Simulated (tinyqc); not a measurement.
Worked calculation: Hubbard ring of 3 sites. One step of it, computed by the program tinyqc.

Problem. Mean-field iteration 1. H(up) = T + U n(down), H(down) = T + U n(up); fill the lowest levels; n(new) = n + mixing (n(out) - n); E = tr T (rho up + rho down) + U sum n_up n_down of the output.

one-body matrix (hopping and site energies) (eV):
```
           1          2          3
1   0.880000  -2.000000  -2.000000
2  -2.000000   0.930000  -2.000000
3  -2.000000  -2.000000   0.340000
```

U = 6.900000 eV

electrons, up and down: 2  1

mixing = 1

n(up) at the start (a guess, not normalised): 1 0.967000, 2 0.367000, 3 0.967000

n(down) at the start (a guess): 1 0.033000, 2 0.633000, 3 0.033000

Give: levels, up; levels, down; energy; n(up) after iteration 1; n(down) after iteration 1.

Solution.

levels, up (eV): -2.2382  2.8477  6.3636

levels, down (eV): 1.3979  7.3193  9.3097

energy = -0.1238 eV

n(up) after iteration 1: 1 0.9280, 2 0.1250, 3 0.9470

n(down) after iteration 1: 1 0.1620, 2 0.6522, 3 0.1858
